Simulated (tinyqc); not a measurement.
## From single traps to 1/f noise

7 half-filled traps with time constants tau_j = 1.6e-7 s times 10^(1 j), j = 0..6, each shift the threshold by a = 62.2 uV when filled and give the Lorentzian a^2 tau/(1 + (2 pi f tau)^2). For time constants spread evenly in ln tau the sum tends to a^2/(4 f ln(10^1)). slope = d ln S/d ln f.

From single traps to 1/f noise:
```
f (Hz)  S (uV^2/Hz)  1/f limit (uV^2/Hz)      slope  j of the largest term
0.01          687.7              4.201e4  -1.821e-4                      6
0.1           681.6                 4201   -0.01801                      6
1             376.0                420.1    -0.8263                      6
30            13.17                14.00     -1.014                      5
1000         0.4433               0.4201     -1.002                      3
30000       0.01318              0.01400     -1.025                      2
1e6        3.753e-4             4.201e-4     -1.181                      0
1e7        6.745e-6             4.201e-5     -1.982                      0
1e8        6.805e-8             4.201e-6     -2.000                      0
```

Below the slowest trap (1/(2 pi tau) = 0.99 Hz) the spectrum is flat, slope 0.00 in the first row; above the fastest (9.9e5 Hz) the slope tends to -2 (-2.00 in the last row). In between, at 30, 1000 and 30000 Hz, the slopes are -1.01, -1.00 and -1.02, and S is 5.5 % above the 1/f limit at 1000 Hz.

Numbers from tinyqc (`OMP_NUM_THREADS=1 python tinyqc.py 2150070 2150071 out.jsonl`; about 0.01 s on one thread of a shared Intel Xeon 2.30GHz).
